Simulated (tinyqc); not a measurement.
Double-gate transistor below threshold, two-dimensional Poisson equation on a small mesh: one step of the calculation.

Half of a symmetric double-gate structure: row 0 is the mid-plane of the body, where the normal field vanishes. Mobile charge is neglected (subthreshold), the body is fully depleted, and potentials are counted from the intrinsic level; rows run upward to the gate, columns from source to drain.

Problem. Barrier, swing and barrier lowering. The barrier is read along row 0, the path farthest from the gate. Take the node j of lowest psi: barrier Vbi - psi_j; swing Vt ln 10/(d psi_j/dVg); DIBL = (d psi_j/dVd)/(d psi_j/dVg). The derivatives solve the same equations with s = 0 and a unit change of that voltage.

Parameters, values chosen for the exercise: temperature T = 250 K; potential of the source Vbi = 0.52 V.

Constants: q = 1.602176634e-19 C, kB = 1.380649e-23 J/K, Vt = kB T/q. Results are converted to the units shown.

converged psi (V):
```
,j=0,j=1,j=2,j=3,j=4,j=5
row 0,0.52000000,0.31135562,0.23656633,0.26992743,0.43822337,0.82000000
row 1,0.52000000,0.29832907,0.22604131,0.25679580,0.41744778,0.82000000
row 2,0.52000000,0.25622707,0.19546049,0.21838134,0.34958954,0.82000000
row 3,0.11000000,0.11000000,0.11000000,0.11000000,0.11000000,0.11000000
```

d psi/dVg on row 0: j=0 0.00000000, j=1 0.52716161, j=2 0.74420200, j=3 0.74420200, j=4 0.52716161, j=5 0.00000000
d psi/dVd on row 0: j=0 0.0000000, j=1 0.0249729, j=2 0.0722972, j=3 0.1835008, j=4 0.4478654, j=5 1.0000000

Wanted: j; barrier; swing; DIBL.

Solution.

j = 2
barrier = 0.2834 V
swing = 66.66 mV/decade
DIBL = 97.15 mV/V

Computed by the program tinyqc: `OMP_NUM_THREADS=1 python tinyqc.py 2480097 2480098 out.jsonl`, one thread of a shared Intel Xeon 2.30GHz, about 0.1 s for the whole run.
